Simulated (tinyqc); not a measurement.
Circular transfer-length structure: one step of the calculation.

A disc contact of radius r0 and a very wide ring contact from r1 = r0 + sp outwards lie on a thin layer; the metal has no resistance and the sheet resistance under the contacts equals Rsh.

Problem. The large-radius form. Transfer length Lt = sqrt(rc/Rsh). R = (Rsh/2 pi) [(Lt/r0) I0(r0/Lt)/I1(r0/Lt) + ln(r1/r0) + (Lt/r1) K0(r1/Lt)/K1(r1/Lt)] with modified Bessel functions; for r0 >> Lt both ratios tend to 1. Large radius: R = (Rsh/2 pi) [Lt (1/r0 + 1/r1) + ln(r1/r0)], and linearised for sp << r0: Rsh (sp + 2 Lt)/(2 pi r0).

Parameters, values chosen for the exercise:
- Rsh = 660 ohm/sq (sheet resistance of the semiconductor layer)
- rc = 8.8e-6 ohm cm^2 (specific contact resistivity)
- r0 = 3.7 um (radius of the inner contact)
- sp = 3.5 um (gap between the contacts)

Wanted: large-radius R; linearised R.

Solution.

large-radius R = 119.56 ohm
linearised R = 164.93 ohm

tinyqc, about 0.01 s, one thread, Intel Xeon 2.30GHz (shared host): `OMP_NUM_THREADS=1 python tinyqc.py 2760166 2760167 out.jsonl`
